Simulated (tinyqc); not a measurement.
# Undoped gate-all-around wire MOSFET, analytic charge model: what changes with what

An undoped round wire of radius R under an insulator shell and a surrounding gate; long channel, electrons only, n = ni exp((psi - V)/Vt) with V the quasi-Fermi potential (0 at the source, Vd at the drain), constant mobility, no quantisation. The radial Poisson equation gives n(r) = n(0)/(1 - (1 - b) r^2/R^2)^2 with b = Q0/(Q + Q0). Q is the electron charge per area of the wire surface.

Inputs (values chosen for the exercise); material values close to those of silicon: temperature T = 273 K; band gap Eg = 1.11 eV; relative permittivity of the semiconductor eps_r = 11.5; conduction-band density of states at T Nc = 2.39e19 cm^-3; valence-band density of states at T Nv = 2.33e19 cm^-3; relative permittivity of the gate insulator eox = 7.49; insulator thickness tox = 5.5 nm; wire radius R = 4 nm; gate work function less that of the intrinsic body dphi = -0.11 V; channel mobility mu = 220 cm^2/(V s); gate length L = 0.2 um; drain voltage Vd = 1 V.

Constants: q = 1.602176634e-19 C, kB = 1.380649e-23 J/K, Vt = kB T/q, eps0 = 8.8541878128e-14 F/cm where lengths are in cm. Results are converted to the units shown.

Each table varies one quantity; the others keep the values above.

## Effect of the gate work function less that of the intrinsic body

ni = sqrt(Nc Nv) exp(-Eg/(2 Vt)), Eg in volts; Cox = eps0 eox/(R ln(1 + tox/R)); Q0 = 4 eps0 eps_r Vt/R; V0 = dphi + Vt ln[8 eps0 eps_r Vt/(q ni R^2)]. Q solves Vg - V0 - V = Q/Cox + Vt ln(Q/Q0) + Vt ln(1 + Q/Q0). I = mu (2 pi R/L)[2 Vt (Qs - Qd) + (Qs^2 - Qd^2)/(2 Cox) + Vt Q0 ln((Qd + Q0)/(Qs + Q0))], with Qs at V = 0 and Qd at V = Vd.  I(low) is taken at Vg = 0.17 V, Qs and I(high) at Vg = 0.92 V.

Effect of the gate work function less that of the intrinsic body:
```
dphi (V)   V0 (V)  I(low) (nA)  Qs(high) (nC/cm^2)  I(high) (uA)
-0.26     0.26796       2.3137              1103.2        9.9434
-0.21     0.31796      0.28750              1014.2        8.4800
-0.16     0.36796     0.034500              925.81        7.1392
-0.11     0.41796    0.0041214              838.00        5.9202
-0.06     0.46796    4.9209e-4              750.91        4.8221
-0.01     0.51796    5.8751e-5              664.68        3.8439
0.04      0.56796    7.0142e-6              579.49        2.9841
```

What does the table show?

As dphi goes from -0.26 to 0.04 V, I(low) falls from 2.31 to 7.01e-6 nA and I(high) falls from 9.94 to 2.98 uA. V0 rises from 0.268 to 0.568 V. In every row the surface density at the source at the higher gate voltage passes 0.3 Nc, where Boltzmann statistics fail. In every row mu V/L at the higher gate voltage, with V the smaller of Vd and Vg - V0, passes 3e6 cm/s, so velocity saturation would lower the current. In every row the body is thin enough for quantum confinement, left out here, to raise the threshold.

## Output curve

Same model as above.

I = mu (2 pi R/L)[2 Vt (Qs - Qd) + (Qs^2 - Qd^2)/(2 Cox) + Vt Q0 ln((Qd + Q0)/(Qs + Q0))], with Qs at V = 0 and Qd at V = Vd.

In this table Vg = 0.72 V.

Output curve:
```
Vd (V)  Qd (nC/cm^2)     Qd/Qs  I (uA)
0.06           397.1    0.8012  0.7400
0.11           317.4    0.6404   1.233
0.16           240.7    0.4856   1.619
0.22           154.6    0.3119   1.945
0.27           90.72    0.1831   2.114
0.32           39.71   0.08012   2.202
0.38           7.210   0.01455   2.236
0.43           1.013  0.002044   2.241
0.48          0.1238  2.498e-4   2.241
```

The current rises from 0.740 to 2.24 uA, while the charge at the drain end falls from 0.80 to 2.5e-4 of that at the source. The current first comes within 1 % of its last value at Vd = 0.38 V among the rows. Over the last rows Qd falls by a factor of e for each Vt of drain voltage: the drain end is in weak inversion. In every row the surface density at the source passes 0.3 Nc, where Boltzmann statistics fail. For Vd = 0.32 to 0.48 V mu V/L, with V the smaller of Vd and Vg - V0, passes 3e6 cm/s, so velocity saturation would lower the current. In every row the body is thin enough for quantum confinement, left out here, to raise the threshold.

## Transfer curve and volume inversion

Same model as above.

The drop is psi(surface) - psi(centre) at the source end; C = dQs/dVg, Cg = Cox, drop = 2 Vt ln(1 + Qs/Q0); gm = dI/dVg.

Results:
```
Vg (V)  Qs (nC/cm^2)  drop (mV)      C/Cg    I (uA)  gm/I (1/V)
0.12        7.566e-4   1.486e-4  1.678e-5  4.921e-7       42.51
0.23         0.08103    0.01591  0.001793  5.276e-5       42.46
0.34           7.210      1.395    0.1345  0.005133       38.83
0.46           102.7      16.79    0.6366    0.1540       18.43
0.57           255.7      34.18    0.7890    0.6911       10.23
0.8            630.5      60.68    0.8902     3.486       5.000
0.91           820.5      69.98    0.9112     5.691       3.986
1.02            1014      77.88    0.9256     8.480       3.307
```

Estimate the missing row, Vg = 0.68 V.

Computed row:
```
Vg (V)  Qs (nC/cm^2)  drop (mV)    C/Cg  I (uA)  gm/I (1/V)
0.68           429.6      48.33  0.8530   1.730       6.866
```

With this row back in the table: The current rises from 4.92e-7 to 8.48 uA. In the first row gm/I is 42.5 1/V, within 0.01 % of 1/Vt: with no depletion charge the whole body follows the gate, and the swing is ideal. The drop between surface and centre goes from 1.5e-4 to 77.9 mV and passes Vt at Vg = 0.57 V among the rows; below that the density varies across the body by less than a factor of e (volume inversion). C reaches 0.93 of Cg in the last row. For Vg = 0.57 to 1.02 V the surface density at the source passes 0.3 Nc, where Boltzmann statistics fail. For Vg = 0.8 to 1.02 V mu V/L, with V the smaller of Vd and Vg - V0, passes 3e6 cm/s, so velocity saturation would lower the current. In every row the body is thin enough for quantum confinement, left out here, to raise the threshold.

Numbers from tinyqc (`OMP_NUM_THREADS=1 python tinyqc.py 2460158 2460159 out.jsonl`; about 0.03 s on one thread of a shared Intel Xeon 2.30GHz).
